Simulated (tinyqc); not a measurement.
Gate sheet resistance from two finger widths.

Problem. At low frequency R = Rsh Wf/(3 L) + B/Wf, where B collects the channel and vertical terms. Find Rsh, B and the width of lowest R.

Values chosen for this exercise:
- L = 0.14 um (channel length)

input resistance of single fingers, contacted at one end, of width 0.65 and 11 um (ohm): 367.46520  251.38528

Answer. R Wf is a straight line in Wf^2; the minimum of R lies where both terms are equal.

Rsh = 8.80 ohm/square
B = 230 ohm um
width of lowest R = 3.31 um

Numbers from tinyqc (`OMP_NUM_THREADS=1 python tinyqc.py 2262159 2262160 out.jsonl`; about 0.01 s on one thread of a shared Intel Xeon 2.30GHz).
